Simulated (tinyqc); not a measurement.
Semiconducting tubes compared: carbon nanotube by zone folding.

Circumference C = n a1 + m a2, a = sqrt3 acc; d = a sqrt(n^2 + nm + m^2)/pi; tan(theta) = sqrt3 m/(2n + m); dR = gcd(2n + m, 2m + n); T = t1 a1 + t2 a2 with t1 = (2m + n)/dR, t2 = -(2n + m)/dR, |T| = sqrt3 pi d/dR; N = 2 (n^2 + nm + m^2)/dR hexagons a cell. On cutting line mu = 0 to N - 1 at x = k|T|/(2 pi) the phases are p1 = 2 pi (-t2 mu + m x)/N, p2 = 2 pi (t1 mu - n x)/N, and E = -/+ t |1 + exp(i p1) + exp(i p2)|.

Parameters, chosen for this exercise (out of a larger set: near those used for carbon; not measured data):
- t = 3 eV (hopping)
- acc = 1.44 angstrom (bond length)
- tubes = ((13, 12), (14, 10), (9, 8), (7, 2), (10, 9), (16, 5), (8, 4)) (pairs (n, m))

E11 and E22 are twice the two lowest band edges; the cone gives E11 d = 2 t acc and E22/E11 = 2.

Tubes:
```
(n,m)    d (angstrom)  theta (deg)  (n - m) mod 3  E11 (eV)  E22 (eV)  E11 d/(2 t acc)  E22/E11
(13,12)         17.19         28.7              1    0.5015    1.0023            0.998    1.999
(14,10)         16.58         24.5              1    0.5184    1.0458            0.995    2.017
(9,8)           11.70         28.1              1    0.7354    1.4687            0.995    1.997
(7,2)            6.50         12.2              2    1.3621    2.4579            1.025    1.804
(10,9)          13.07         28.3              1    0.6587    1.3158            0.996    1.998
(16,5)          15.08         13.2              2    0.5793    1.1135            1.011    1.922
(8,4)            8.40         19.1              1    1.0086    2.0835            0.981    2.066
```

E11 follows 1/d first. For mod 1 the scaled E11 lies below one (0.981 to 0.998) and E22/E11 on both sides of two (1.997 to 2.066). For mod 2 the scaled E11 lies above one (1.011 to 1.025) and E22/E11 below two (1.804 to 1.922). The largest departure of the scaled E11 is that of (7,2); warping acts as cos(3 theta)/d, most for thin tubes near zigzag. Below about 8 angstrom curvature, left out of zone folding, changes the gaps further.

Run: tinyqc, `OMP_NUM_THREADS=1 python tinyqc.py 1481745 1481746 out.jsonl`; Intel(R) Xeon(R) Processor @ 2.30GHz, one thread, shared host; about 0.03 s of CPU time with all checks.
